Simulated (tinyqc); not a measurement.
Worked calculation: type-II superlattice in the two-band Kane model. Values are carried at full precision from step to step, so a last printed digit may differ when a step is redone from the rounded ones.

Motion along the axis, period d = a + b, c = hbar^2/2m0. Conduction and light-hole bands couple: (E - Ec)(E - Ev) = Ep c k^2 in each layer, with mass m(E) = (E - Ev)/Ep, which may be negative. The conduction envelope psi and psi'/m(E) are continuous; a layer carries them by [[cos kt, (m/k) sin kt], [-(k/m) sin kt, cos kt]] (cosh and sinh for k^2 < 0), and cos(q d) = tr(M_B M_A)/2. C1 is the first miniband above EvB, with its bottom at tr/2 = +1 and its top at -1; the gap is the bottom of C1 less the top heavy-hole level HH1.

Constants: hbar^2/2m0 = 3.80998211 eV angstrom^2; hc = 1239.841984 eV nm.

Inputs chosen for the exercise (near those of an InAs/GaSb superlattice; shifted at random, so the results belong to these values and not to a real crystal):
- a = 46 angstrom (layer A)
- b = 35 angstrom (layer B)
- EcA = 0 eV (conduction edge of A)
- EvA = -0.413 eV (valence edge of A)
- EcB = 0.979 eV (conduction edge of B)
- EvB = 0.153 eV (valence edge of B)
- EpA = 14.1 eV (coupling energy in A)
- EpB = 17.9 eV (coupling energy in B)
- E = 0.237 eV (trial energy)
- mhA = 0.35 m0 (heavy hole in A)
- mhB = 0.27 m0 (heavy hole in B)

## Wave numbers and masses at one energy

Give k^2 and m(E) in both layers.

Layers:
```
layer  k^2 (1/angstrom^2)  m(E) (m0)
A               0.0028676    0.04610
B             -0.00091392    0.00469
```

In B the decay constant is 0.0302 1/angstrom; across the gap of B it peaks at mid-gap, at 0.0500, and vanishes at both edges.

## Transfer matrices

Form M_A, M_B and half the trace of their product.

M_A (angstrom units):
```
          1         2
1  -0.77865   0.54016
2  -0.72888  -0.77865
```

M_B (angstrom units):
```
        1        2
1  1.6140  0.19665
2  8.1613   1.6140
```

tr/2 = 0.8758

E lies in a miniband.

## Edges and effective gap

Heavy holes are uncoupled: with e = EvB - E, p = sqrt(mhB e/c), w = sqrt(mhA (EvB - EvA - e)/c), the top level HH1 at q = 0 solves (p/mhB) tan(p b/2) = (w/mhA) tanh(w a/2).

C1 is the first miniband above EvB: bottom at tr/2 = +1, top at -1. The gap is its bottom less HH1; cut-off wavelength hc/gap.

bottom of C1 = 0.2334 eV
top of C1 = 0.2921 eV
HH1 = 0.0885 eV
gap = 0.1449 eV
cut-off = 8.56 micrometre

The bulk edges overlap by 153 meV; confinement lifts the electrons by 233 meV and lowers the holes by 64 meV, which opens the gap. It is 0.35 of the smaller bulk gap.

## Electron mass along the axis

m_z = -2 c f'/d^2 with f = tr/2 differentiated at the bottom of C1 (central difference of 1e-6 eV); compare the bulk edge mass (EcA - EvA)/EpA.

f' = -34.26 1/eV
m_z = 0.0398 m0
bulk edge mass of A = 0.0293 m0

## Checks

- Bottom of C1 from the two-band matrix on a staggered grid of 0.5 angstrom against the transfer matrix, eV: both 0.233.

Computed by tinyqc, a small Python program: `OMP_NUM_THREADS=1 python tinyqc.py 1252582 1252583 out.jsonl` (the numbers bound the seed that draws the inputs); one thread of a shared host (Intel(R) Xeon(R) Processor @ 2.30GHz), about 0.1 s for the whole set of steps.
